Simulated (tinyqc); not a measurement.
Phonon-assisted absorption at an indirect gap: one step. Quantum efficiency of a diode. Three cases, with inputs chosen for the exercise.

Problem. Evaluate the factors; 1 micrometre = 1e-4 cm.

Photodiode (Gaertner form with a dead layer): QE = (1 - R) exp(-alpha xj) [1 - exp(-alpha W)/(1 + alpha L)], R = ((nr - 1)/(nr + 1))^2; responsivity = QE/E in A/W for E in eV.

Give: passes the dead layer; collected share; QE; responsivity.

Case 1.

Values chosen (loosely those of Si at room temperature; Eg is not tied to T; not measured data): E = 1.142 eV (photon energy); nr = 3.53 (refractive index); xj = 0.45 micrometre (dead layer at the surface); W = 20 micrometre (depleted width); L = 140 micrometre (minority diffusion length below it).

alpha = 9.21617 1/cm

Solution.

passes the dead layer = 0.9996
collected share = 0.1305
QE = 0.0897
responsivity = 0.0786 A/W

Without diffusion from below the collected share would be 0.0183.

Case 2.

Values chosen (loosely those of Si at room temperature; Eg is not tied to T; not measured data): E = 1.436 eV (photon energy); nr = 3.64 (refractive index); xj = 0.73 micrometre (dead layer at the surface); W = 3.4 micrometre (depleted width); L = 9.6 micrometre (minority diffusion length below it).

alpha = 399.312 1/cm

Solution.

passes the dead layer = 0.9713
collected share = 0.3689
QE = 0.2423
responsivity = 0.1687 A/W

Without diffusion from below the collected share would be 0.1270.

Case 3.

Values chosen (loosely those of SiGe at room temperature; Eg is not tied to T; not measured data): E = 1.05 eV (photon energy); nr = 3.75 (refractive index); xj = 0.11 micrometre (dead layer at the surface); W = 8.1 micrometre (depleted width); L = 18 micrometre (minority diffusion length below it).

alpha = 35.1591 1/cm

Solution.

passes the dead layer = 0.9996
collected share = 0.0859
QE = 0.0571
responsivity = 0.0544 A/W

Without diffusion from below the collected share would be 0.0281.

Computed by tinyqc, one run a case: `OMP_NUM_THREADS=1 python tinyqc.py N N+1 out.jsonl` with N = 1650130, 1650433, 1650465; one thread of a shared Intel(R) Xeon(R) Processor @ 2.30GHz, about 0.01 s a run at most.
